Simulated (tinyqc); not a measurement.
# Worked calculation: reverse leakage of an n+-p junction: diffusion, generation, trap-assisted and band-to-band tunnelling

Numbers from tinyqc (`OMP_NUM_THREADS=1 python tinyqc.py 2290021 2290022 out.jsonl`; about 0.01 s on one thread of a shared Intel Xeon 2.30GHz). Printed values are rounded; ~0 in a residual or rate marks an entry under 1e-11 of the largest of its column.

One-sided abrupt junction in the depletion approximation, x from the junction (0) to W on the p side, field F = F0 (1 - x/W). Flat quasi-Fermi levels, long p side. Traps generate through SRH with both lifetimes shortened by 1 + Gamma (Hurkx enhancement, form for moderate fields); band-to-band generation is local and needs a total bending above Eg.

Inputs (values chosen for the exercise); band and dielectric values close to those of silicon: temperature T = 250 K; band gap Eg = 1.13 eV; relative permittivity eps_r = 11.6; conduction-band density of states at T Nc = 2.14e19 cm^-3; valence-band density of states at T Nv = 1.99e19 cm^-3; acceptor density of the lighter side Na = 4.5e16 cm^-3; donor density of the heavier side Nd = 5e19 cm^-3; SRH lifetime of both carriers at zero field tau = 1e-6 s; trap level above the intrinsic level Et = 0.13 eV; tunnelling mass mt = 0.24 m0; electron diffusion coefficient on the lighter side Dn = 18 cm^2/s; band-to-band prefactor Ab = 5.6e14 cm^-0.5 V^-2.5 s^-1; band-to-band field constant Bb = 1.95e7 V/cm; reverse bias VR = 2.1 V.

Constants: q = 1.602176634e-19 C, kB = 1.380649e-23 J/K, hbar = 1.054571817e-34 J s, m0 = 9.1093837015e-31 kg, Vt = kB T/q, eps0 = 8.8541878128e-14 F/cm where lengths are in cm. Results are converted to the units shown.

Range of the model: The n+ side is degenerate, so Vbi from Boltzmann statistics is only a guide.

## Field, scales and diffusion current

ni = sqrt(Nc Nv) exp(-Eg/(2 Vt)), Eg in volts; Vbi = Vt ln(Na Nd/ni^2); W = sqrt(2 eps0 eps_r (Vbi + VR)/(q Na)); F0 = 2 (Vbi + VR)/W; FG = sqrt(24 mt m0 (kB T)^3)/(q hbar); J_diff = q ni^2 sqrt(Dn/tau)(1 - exp(-VR/Vt))/Na.

ni = 8.40881e7 cm^-3
Vbi = 1.01704 V
W = 298.008 nm
F0 = 209.192 kV/cm
FG = 274.919 kV/cm
J_diff = 1.06808e-16 A/cm^2

## Generation rates across the layer

u = (Vbi + VR)(1 - x/W)^2, p = Na exp(-u/Vt), n = Nd exp((u - Vbi - VR)/Vt); G0 = ni^2 (1 - exp(-VR/Vt))/(tau (n + p + 2 ni cosh(Et/Vt))); Gamma = 2 sqrt(3 pi)(F/FG) exp((F/FG)^2); trap-assisted part G0 Gamma; G_bb = Ab F^2.5 exp(-Bb/F) with F in V/cm, zero unless Vbi + VR > Eg. 16 equal steps.

| point | x (nm) | F (kV/cm) | Gamma | G0 (cm^-3 s^-1) | G0 Gamma (cm^-3 s^-1) | G_bb (cm^-3 s^-1) |
|---|---|---|---|---|---|---|
| 0 | 0.000 | 209.192 | 8.33612 | 141.416 | 1178.86 | 3.68465e-13 |
| 1 | 18.626 | 196.117 | 7.28593 | 5.59016e9 | 4.07295e10 | 6.27260e-16 |
| 2 | 37.251 | 183.043 | 6.36849 | 2.01394e11 | 1.28258e12 | 4.34619e-19 |
| 3 | 55.877 | 169.968 | 5.56328 | 2.01394e11 | 1.12041e12 | 9.96984e-23 |
| 4 | 74.502 | 156.894 | 4.85302 | 2.01394e11 | 9.77372e11 | ~0 |
| 5 | 93.128 | 143.819 | 4.22310 | 2.01394e11 | 8.50510e11 | ~0 |
| 6 | 111.753 | 130.745 | 3.66110 | 2.01394e11 | 7.37326e11 | ~0 |
| 7 | 130.379 | 117.670 | 3.15640 | 2.01394e11 | 6.35681e11 | ~0 |
| 8 | 149.004 | 104.596 | 2.69986 | 2.01394e11 | 5.43736e11 | ~0 |
| 9 | 167.630 | 91.521 | 2.28357 | 2.01394e11 | 4.59898e11 | ~0 |
| 10 | 186.255 | 78.447 | 1.90063 | 2.01019e11 | 3.82064e11 | ~0 |
| 11 | 204.881 | 65.372 | 1.54494 | 1.04014e11 | 1.60696e11 | ~0 |
| 12 | 223.506 | 52.298 | 1.21105 | 1.32039e9 | 1.59906e9 | ~0 |
| 13 | 242.132 | 39.223 | 0.894021 | 2.54279e7 | 2.27331e7 | ~0 |
| 14 | 260.757 | 26.149 | 0.589312 | 1.50688e6 | 8.88024e5 | 0 |
| 15 | 279.383 | 13.074 | 0.292663 | 2.76511e5 | 80924.7 | 0 |
| 16 | 298.008 | 0.000 | 0 | 1.57129e5 | 0 | 0 |

## Current components

Each current is q times the trapezoid sum of its rate; J adds J_diff; J_bb under 1e-8 of the sum is given as 0.

J_SRH = 5.73887e-13 A/cm^2
J_TAT = 2.14638e-12 A/cm^2
J_bb = 0 A/cm^2
J = 2.72037e-12 A/cm^2

A fine grid gives J = 2.848e-12 A/cm^2; the coarse sum is 4.5 % below it. On the fine grid the largest part is trap-assisted tunnelling (79.3 %). The simple estimate q ni W/(2 tau cosh(Et/Vt)) is 63 % above the fine-grid J_SRH of 5.896e-13 A/cm^2, since near both edges n or p is large enough to quench generation.
